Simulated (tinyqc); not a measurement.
Six-band hole subbands of a thin body in a field, step by step. Values are carried at full precision from step to step, so a last printed digit may differ when a step is redone from the rounded ones.

Constants: hbar^2/2m0 = 3.80998211 eV angstrom^2.

Inputs chosen for the exercise (near those of a p-type Si channel; the results hold for these values, not for the real material): S = (7.63, -2.13, 12.4) 1/TPa (compliances s11, s12, s44); sx = -2 GPa (stress along the channel [1-10], negative in compression); b = -2.12 eV (tetragonal potential); d = -4.8 eV (trigonal potential); g1 = 4.26 (Luttinger gamma1); g2 = 0.34 (gamma2); g3 = 1.45 (gamma3); face = 001 (surface); Dso = 0.045 eV (spin-orbit splitting); t = 80 angstrom (body thickness); F = 0.2 MV/cm (field across the body); kmax = 0.08 1/angstrom (end of the path).

## Strain and its block

exx = eyy = (s11 + s12) sx/2, ezz = s12 sx, exy = -s44 sx/4 (1 GPa/TPa = 1e-3). With e0 the traceless part, B_XX = 2b e0xx - b (e0yy + e0zz) and B_XY = sqrt(3) d exy.

strain, rows x, y, z and columns alike:
```
[[-0.005500, 0.006200, 0],
 [0.006200, -0.005500, 0],
 [0, 0, 0.004260]]
```

B (eV), rows X, Y, Z and columns alike:
```
[[0.02069, -0.05155, 0],
 [-0.05155, 0.02069, 0],
 [0, 0, -0.04138]]
```

## Confinement masses without spin-orbit coupling

C(n n^T)/c has C_XX = (g1 + 4 g2) nx^2 + (g1 - 2 g2)(ny^2 + nz^2) and C_XY = 6 g3 nx ny, n the unit normal; its eigenvalues are the inverse masses along n.

C(n n^T)/c, rows X, Y, Z and columns alike:
```
[[3.5800, 0, 0],
 [0, 3.5800, 0],
 [0, 0, 5.6200]]
```

masses (m0): [0.2793, 0.2793, 0.1779]

## The matrix for one sine at q = 0

Basis X, Y, Z times spin, hole energies counted downwards from the unstrained edge (the hydrostatic shift is left out), c = hbar^2/2m0. For a symmetric tensor T let C(T) have C_XX = L Txx + M (Tyy + Tzz), C_XY = N Txy (cyclic), L = c (g1 + 4 g2), M = c (g1 - 2 g2), N = 6 c g3. k = q + kz n, n the unit normal, q = k1 u + k2 v with u along the channel [1-10] and v = n x u. H = C(k k^T) + (Dso/3)(1 - L.sigma) - B + e F z with (L_k)_ij = -i epsilon_kij; B is the block C built from the traceless strain with 2b, -b and sqrt(3) d in place of L, M, N. Strain: exx = eyy = (s11 + s12) sx/2, ezz = s12 sx, exy = -s44 sx/4. Hard walls at z = 0 and t; basis sin(j pi z/t), j = 1 to Nz: kz^2 = (j pi/t)^2, kz = -i D with D_jl = 4 j l/(t (j^2 - l^2)), z_jj = t/2 and z_jl = -8 t j l/(pi (j^2 - l^2))^2 for j + l odd; 1 MV/cm = 0.01 eV/angstrom.

Nz = 1, in meV.

H (meV), rows X+, Y+, Z+, X-, Y-, Z- and columns alike:
```
[[95.34, 51.55+15.00i, 0, 0, 0, -15.00],
 [51.55-15.00i, 95.34, 0, 0, 0, 15.00i],
 [0, 0, 169.40, 15.00, -15.00i, 0],
 [0, 0, 15.00, 95.34, 51.55-15.00i, 0],
 [0, 0, 15.00i, 51.55+15.00i, 95.34, 0],
 [-15.00, -15.00i, 0, 0, 0, 169.40]]
```

## Its levels

Diagonalise; the levels come in pairs. Give each pair and its weights on X, Y, Z, summed over spin and averaged over the pair.

levels (meV): [40.38, 139.81, 179.90]

weights, rows X, Y, Z; columns pair 1, pair 2, pair 3:
```
[[0.495, 0.387, 0.118],
 [0.495, 0.387, 0.118],
 [0.010, 0.227, 0.763]]
```

## More sines

The four lowest pairs at q = 0.

Hole energies (meV):
```
Nz  pair 1  pair 2  pair 3  pair 4
1    40.38  139.81  179.90       -
2    29.23  114.89  129.43  171.24
4    28.44  106.55  128.75  170.79
8    28.44  106.52  128.74  170.79
16   28.44  106.52  128.74  170.79
```

One sine is 11.94 meV off in the top subband, since the field mixes the sines. The second pair lies 78.1 meV deeper.

## Dispersion of the top subband

Nz = 14; the two lowest levels (spin-split where the field breaks inversion), in meV from their value at q = 0.

Energies (meV):
```
|q| (1/angstrom)     u a     u b   v a   v b  [100] a  [100] b
0.020              10.28   10.84  0.51  0.58     5.41     5.80
0.040              39.46   40.69  2.03  2.12    21.55    22.37
0.060              78.59   79.17  4.39  4.47    46.68    47.99
0.080             102.02  102.47  7.51  7.55    75.79    77.22
```

From the mean of each pair in the first row, c q^2/E gives 0.14 m0 along u, 2.80 m0 along v and 0.27 m0 along [100]. The largest distance between a and b in the table is 1.42 meV. These masses hold for the first row only: the band bends further out.

## Checks

- Top level at q = 0 on (001) without field and stress against c (g1 - 2 g2)(pi/t)^2, eV: both 0.02103.
- Hermiticity, and E(q) against E(-q): they agree to 1e-10 or better.

Run: tinyqc, `OMP_NUM_THREADS=1 python tinyqc.py 1252001 1252002 out.jsonl`; Intel(R) Xeon(R) Processor @ 2.30GHz, one thread, shared host; about 0.6 s of CPU time with all checks.
